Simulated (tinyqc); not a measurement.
From results back to parameters: Slater-Koster d bands of an fcc metal. Five cases, with inputs chosen for the exercise.

Problem. In an fcc d band with nearest neighbours E(t2g, Gamma) = 3 dds + 4 ddp + 5 ddd, E(eg, Gamma) = 1.5 dds + 6 ddp + 4.5 ddd, and at X = (1,0,0) the yz state has 3 dds - 4 ddp - 3 ddd. The three levels come from hidden integrals.

Find: dds, ddp, ddd.

Method. Three linear equations: the first less the third is 8 (ddp + ddd); twice the second less the first is 8 ddp + 4 ddd; their difference gives ddd.

Case 1.

levels (eV): t2g Gamma -0.5590, eg Gamma 0.2265, yz at X -1.4310

Solution.

dds, ddp, ddd (eV): -0.320  0.144  -0.035

Case 2.

levels (eV): t2g Gamma -0.7660, eg Gamma 0.2670, yz at X -1.8060

Solution.

dds, ddp, ddd (eV): -0.407  0.195  -0.065

Case 3.

levels (eV): t2g Gamma -2.5570, eg Gamma 0.2055, yz at X -4.7810

Solution.

dds, ddp, ddd (eV): -1.161  0.464  -0.186

Case 4.

levels (eV): t2g Gamma -0.5700, eg Gamma 0.3150, yz at X -1.6020

Solution.

dds, ddp, ddd (eV): -0.348  0.171  -0.042

Case 5.

levels (eV): t2g Gamma -1.7010, eg Gamma 1.1595, yz at X -4.9650

Solution.

dds, ddp, ddd (eV): -1.048  0.597  -0.189

Computed by tinyqc, one run a case: `OMP_NUM_THREADS=1 python tinyqc.py N N+1 out.jsonl` with N = 1450330, 1450337, 1450369, 1450489, 1450519; one thread of a shared Intel(R) Xeon(R) Processor @ 2.30GHz, about 0.06 s a run at most.
